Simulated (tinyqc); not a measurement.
Resonant-tunnelling diode, transfer matrices and Tsu-Esaki current: effect of temperature at two biases.

Emitter (band edge 0), barrier d1, well Lw, barrier d2, collector (edge -V). The bias drops linearly over these layers and none in the contacts; each layer is cut into ns equal slices, flat at the value of their centres. E is the energy of motion across the layers, C = hbar^2/(2 m0), psi and psi'/m are continuous. Transport is coherent, T(E) is taken as independent of the transverse momentum, and charge in the well is ignored.

The current at V = 0.077 V and at V = 0.118 V, Ef held fixed. For the pair (psi, psi'/m) a flat layer has M = [[cos kd, (m/k) sin kd], [-(k/m) sin kd, cos kd]] with k = sqrt(m (E - U)/C) above its edge U, and M = [[cosh Kd, (m/K) sinh Kd], [(K/m) sinh Kd, cosh Kd]] with K = sqrt(m (U - E)/C) below it. Later slices stand to the left. With M acting on (psi, psi'/m) and v = k/m in each lead, T(E) = 4 vL vR/[(vL vR M12 - M21)^2 + (vR M11 + vL M22)^2]. J = J0 times the integral over E > 0 of T(E) N(E), N = ln[(1 + exp((Ef - E)/Vt))/(1 + exp((Ef - V - E)/Vt))], J0 = q^2 mw m0 kB T/(2 pi^2 hbar^3) (times 1e-4 for A/cm^2 per eV). The integral is converged to the digits shown.

Inputs (values chosen for the exercise); masses and offsets of a made-up heterostructure: mass in the well, spacer and contacts mw = 0.045 m0; barrier height U1 = 0.29 eV; barrier mass m1 = 0.11 m0; emitter barrier d1 = 2.7 nm; well width Lw = 8.4 nm; collector barrier d2 = 2.7 nm; slices in each layer ns = 3; Fermi energy of both contacts above their band edges Ef = 0.032 eV.

Constants: q = 1.602176634e-19 C, kB = 1.380649e-23 J/K, hbar = 1.054571817e-34 J s, m0 = 9.1093837015e-31 kg, Vt = kB T/q, hbar^2/(2 m0) = 0.0380998212 eV nm^2. Results are converted to the units shown.

Result of one run:
```
T (K)  J at 0.077 V (kA/cm^2)  J at 0.118 V (kA/cm^2)  ratio
400                     28.01                   16.08  1.742
```

What becomes of these results when the temperature T is changed from 400 to 150 K, all else the same?

Result of the changed run:
```
T (K)  J at 0.077 V (kA/cm^2)  J at 0.118 V (kA/cm^2)  ratio
150                     16.27                  0.4989  32.61
```

The whole series:
```
T (K)  J at 0.077 V (kA/cm^2)  J at 0.118 V (kA/cm^2)  ratio
40                      15.20                  0.2728  55.72
77                      15.33                  0.3084  49.71
150                     16.27                  0.4989  32.61
220                     17.75                   1.426  12.45
300                     20.71                   5.179  3.998
400                     28.01                   16.08  1.742
```

The first current rises from 15.2 to 28.0 kA/cm^2, the second rises from 0.273 to 16.1 kA/cm^2, and their ratio falls from 55.7 to 1.74. Heat lifts electrons to energies where the barriers transmit more, which raises the second current by a far larger factor than the first.

tinyqc, about 0.07 s, one thread, Intel Xeon 2.30GHz (shared host): `OMP_NUM_THREADS=1 python tinyqc.py 2600035 2600036 out.jsonl`
